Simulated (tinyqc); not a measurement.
Frequency dispersion of an accumulation capacitance by border traps, distributed model: one step of the calculation.

Traps spread evenly through the insulator exchange electrons with the semiconductor by tunnelling, with tau(x) = t0 exp(2 ka x) at depth x from the interface. The admittance per area Y seen at depth x obeys dY/dx = -Y^2/(i w eps0 eox) + q Nb ln(1 + i w tau)/tau, with Y(0) = i w Cs and w = 2 pi f; the gate sees Y(tox) = G + i w C. Working variable y = Y/(i w), in uF/cm^2. Cox = eps0 eox/tox.

Task. Scales and lumped estimate. Cox; trap-free value 1/(1/Cox + 1/Cs); response depth d = ln(1/(w t0))/(2 ka), where w tau = 1; lumped estimate: all traps within d act as C_bt = q Nb d placed at d/2, so C = 1/{1/[1/(1/Cs + d/(2 eps0 eox)) + C_bt] + (tox - d/2)/(eps0 eox)}.

Values chosen for this exercise; permittivity close to that of silicon dioxide: relative permittivity of the insulator eox = 3.76; insulator thickness tox = 9.7 nm; semiconductor capacitance in accumulation Cs = 2.5 uF/cm^2; density of border traps Nb = 3.8e19 cm^-3 eV^-1; decay constant of the wave function in the insulator ka = 6.5 1/nm; time constant of a trap at the interface t0 = 2e-11 s; frequency f = 1000 Hz.

Constants: q = 1.602176634e-19 C, eps0 = 8.8541878128e-14 F/cm where lengths are in cm. Results are converted to the units shown.

Give: Cox; trap-free C; d; C_bt; lumped C.

Result.

Cox = 0.34321 uF/cm^2
trap-free C = 0.30178 uF/cm^2
d = 1.2223 nm
C_bt = 0.74416 uF/cm^2
lumped C = 0.31878 uF/cm^2

The traps within reach amount to 0.298 Cs and lie in the first 12.6 % of the insulator.

Computed by the program tinyqc: `OMP_NUM_THREADS=1 python tinyqc.py 2202220 2202221 out.jsonl`, one thread of a shared Intel Xeon 2.30GHz, about 0.7 s for the whole run.
